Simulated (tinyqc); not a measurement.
Inside a calculation. Method: G0W0 on RHF in the sto-6g basis, for H3+, spin multiplicity 1. One step of it, computed by the program tinyqc.

Problem. G0W0 on Hartree-Fock: HOMO. W(p,q,m) = sqrt2 sum_ia (pq|ia) (X+Y)_ia,m; Sigma_c(x) = sum_(i,m) W^2/(x - e_i + w_m) + sum_(a,m) W^2/(x - e_a - w_m); solve x = e_p + Sigma_c(x) by Newton steps; Z = 1/(1 - dSigma/dx); 1 hartree = 27.211386 eV.

orbital energies (hartree): MO1 -1.021347, MO2 -0.295730, MO3 0.175754

Two-electron integrals over orbitals (pq|rs), unique and non-zero (hartree):
```
(11|11) 0.571006    (21|11) -0.000119   (21|21) 0.144732    (22|11) 0.505778
(22|21) 0.000202    (22|22) 0.568952    (31|11) 0.072735    (31|21) 0.000030
(31|22) -0.054121   (31|31) 0.139310    (32|11) 0.000048    (32|21) -0.128279
(32|22) -0.000165   (32|31) -0.000134   (32|32) 0.132969    (33|11) 0.575844
(33|21) -0.000218   (33|22) 0.509324    (33|31) 0.093282    (33|32) 0.000138
(33|33) 0.618927
```

excitation energies w (hartree): [0.972933, 1.449180]

X + Y, order 1>2, 1>3:
$$\begin{pmatrix}
0.863599 & 0.000068 \\
-0.000106 & 0.908875
\end{pmatrix}$$

Give: The 12 largest terms at x = e_p; Newton steps; quasiparticle energy of the HOMO; Hartree-Fock value.

Solution.

The 12 largest terms at x = e_p (hartree; W for the signs of X + Y given):
```
q  m          W       term
2  1     0.1768    -0.0184
3  2     0.1791    -0.0121
1  2     0.0935     0.0060
1  1  -1.56e-04   2.51e-08
2  2   5.19e-05  -1.24e-09
3  1   1.53e-05  -1.07e-10
```

Newton steps (hartree):
```
step        x  Sigma_c(x)       Z
0     -1.0213     -0.0245  0.9808
1     -1.0454     -0.0240  0.9810
2     -1.0454     -0.0240  0.9810
```

quasiparticle energy of the HOMO = -28.4457 eV

Hartree-Fock value = -27.7923 eV
